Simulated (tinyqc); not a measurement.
Isotype n-N heterojunction, non-linear Poisson equation by Newton steps, Boltzmann statistics: one step of the calculation.

One dimension, material 1 (n-type) at x < 0 and material 2 (n-type) at x > 0. Band edges: Ec = -psi in material 1 and -psi + dEc in material 2, Ev = Ec - Eg. Equilibrium, Fermi level at 0. n = Nc F((EFn - Ec)/Vt), p = Nv F((Ev - EFp)/Vt), with F(eta) = exp(eta) (Boltzmann statistics); full ionisation, no interface charge, classical densities; the doping types are chosen for the exercise.

Problem. Newton step. Solve the tridiagonal system a_(i-1) d_(i-1) + b_i d_i + a_i d_(i+1) = -F_i for nodes 1 to 11, with d = 0 on fixed nodes. Half of the step is added while the largest |d| exceeds 1.5 Vt, the full step after that.

Values chosen for this exercise:
```
symbol,value,unit,meaning
T,400,K,temperature
```

Constants: q = 1.602176634e-19 C, kB = 1.380649e-23 J/K, Vt = kB T/q. Results are converted to the units shown.

coupling a_i, interval 0 to 11 (F/cm^2): 3.8270848e-8  7.0120414e-8  1.2788178e-7  2.3584518e-7  4.3173312e-7  7.9151073e-7  1.4632971e-6  1.2073892e-6  9.8379865e-7  8.0492616e-7  6.5586576e-7  5.3661744e-7

```
node	diagonal b (F/cm^2)	residual F (C/cm^2)
1	-1.1598258e-6	-1.3072026e-8
2	-1.1193388e-6	-1.9195194e-8
3	-1.0427105e-6	-1.6133862e-8
4	-1.1297917e-6	-9.7403958e-9
5	-1.5611348e-6	-3.6983217e-9
6	-2.5234946e-6	-5.8287002e-10
7	-3.5674023e-6	-4.6256890e-13
8	-3.5148620e-6	-4.9510215e-10
9	-3.5411876e-6	-9.4172931e-10
10	-3.6536113e-6	-8.0732219e-10
11	-3.8775930e-6	-3.2252824e-10
```

psi after iteration 1, node 0 to 12 (V): -0.30266504  -0.28646215  -0.27019945  -0.25987218  -0.25212079  -0.24206058  -0.22906706  -0.21685616  -0.21042809  -0.20773650  -0.20700489  -0.20700457  -0.20710474

Find: Newton step d, before damping; psi after iteration 2.

Solution.

Newton step d, before damping, node 1 to 11 (V): -0.01251  -0.02042  -0.02175  -0.01667  -0.00919  -0.00436  -0.00215  -0.00106  -0.00065  -0.00039  -0.00015
psi after iteration 2, node 0 to 12 (V): -0.3027  -0.2990  -0.2906  -0.2816  -0.2688  -0.2513  -0.2334  -0.2190  -0.2115  -0.2084  -0.2074  -0.2072  -0.2071

Computed by the program tinyqc: `OMP_NUM_THREADS=1 python tinyqc.py 2040138 2040139 out.jsonl`, one thread of a shared Intel Xeon 2.30GHz, about 0.03 s for the whole run.
